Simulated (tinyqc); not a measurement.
What each parameter does: shallow donor in an anisotropic valley (effective-mass theory).

One valley: H = -c [(d2/dx2 + d2/dy2)/mt + (d2/dz2)/ml] - q/(eps r), c = hbar^2/2m0, q = e^2/(4 pi eps0). Trial function exp(-sqrt((x^2 + y^2)/a^2 + z^2/b^2)) with a > b: T = (c/3)(2/(mt a^2) + 1/(ml b^2)), V = -(q/eps) atan(u/b)/u, u = sqrt(a^2 - b^2). The central cell of the impurity is left out.

Constants: hbar^2/2m0 = 3.80998211 eV angstrom^2; e^2/(4 pi eps0) = 14.39964547 eV angstrom.

Values chosen for the exercise (out of a larger set: near those of GaP; not measured data): ml = 2.037 m0 (longitudinal mass); mt = 0.26 m0 (transverse mass); eps = 11.1 (dielectric constant).

The minimum of the trial energy.

Results for these values:
```
case  E (meV)  a (angstrom)  b (angstrom)    b/a
base   -50.19         15.73          7.63  0.485
```

What happens to each result for eps = 10, all else kept?

Answer: E falls from -50.19 to -61.84; a falls from 15.73 to 14.17; b falls from 7.63 to 6.87; b/a does not change at the printed digits.

The same for each parameter in turn:
```
case           E (meV)  a (angstrom)  b (angstrom)    b/a
base            -50.19         15.73          7.63  0.485
ml = 1.63 m0    -47.79         16.24          8.51  0.524
mt = 0.234 m0   -46.18         17.23          8.06  0.468
eps = 10        -61.84         14.17          6.87  0.485
```

eps only rescales the solution (E as 1/eps^2, lengths as eps), so b/a depends on ml/mt alone.

Run: tinyqc, `OMP_NUM_THREADS=1 python tinyqc.py 1280720 1280721 out.jsonl`; Intel(R) Xeon(R) Processor @ 2.30GHz, one thread, shared host; about 0.01 s of CPU time with all checks.
